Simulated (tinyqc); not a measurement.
# Bulk resistivity and mean free path from two films

Problem. In the thick-film limit single-crystal films obey rho = rho0 (1 + 3 (1 - ps) lam/(8 d)). Find rho0, lam and the product rho0 lam.

Inputs (values chosen for the exercise):
- ps = 0 (specular share of surface scattering)

rho at d = 45 and 150 nm (uohm cm): [3.0651667, 2.7745500]

Answer. rho is a straight line in 1/d: the intercept is rho0 and the slope (3/8)(1 - ps) rho0 lam. Without ps only the product (1 - ps) lam could be found.

rho0 = 2.650 uohm cm
lam = 18.80 nm
rho0 lam = 49.82 uohm cm nm

Numbers from tinyqc (`OMP_NUM_THREADS=1 python tinyqc.py 2100058 2100059 out.jsonl`; about 0.01 s on one thread of a shared Intel Xeon 2.30GHz).
